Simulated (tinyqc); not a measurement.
Vacuum evaporation: vapour pressure, source flux, thickness distribution, purity and step coverage: one step, computed by the program tinyqc. Command: `OMP_NUM_THREADS=1 python tinyqc.py 3111499 3111500 out.jsonl evap walk`. One thread of a shared host (Intel(R) Xeon(R) Processor @ 2.30GHz), about 0.01 s of CPU time with the checks.

Molecular flow, unit sticking of the metal, no re-evaporation. The background gas is taken as water vapour (18.015 g/mol, collision diameter 0.37 nm) at 300 K.

Task: Scattering and purity. Mean free path lambda = k_B T_g/(sqrt2 pi d^2 p); unscattered share exp(-h/lambda); gas arrival p/sqrt(2 pi m_g k_B T_g); impurity ratio = sticking x gas arrival/metal arrival; monolayer time = 1e15 cm^-2/(sticking x gas arrival).

Inputs (values chosen for the exercise, modelled on gallium, with constants for the liquid):
```
quantity                    value  unit
source temperature T         1220     K
source-to-wafer distance h     42    cm
background pressure p       1e-07    Pa
sticking of background gas    0.6     -
```

arrival rate at the centre = 1.363026e+14 1/(cm^2 s)

Constants: k_B = 1.380649e-23 J/K; u = 1.6605390666e-27 kg.

Give: mean free path; unscattered share; gas arrival rate; impurity ratio; monolayer time.

Result:

mean free path = 68098 m

unscattered share = 0.99999

gas arrival rate = 3.5840e+11 1/(cm^2 s)

impurity ratio = 0.0015777

monolayer time = 4650.3 s
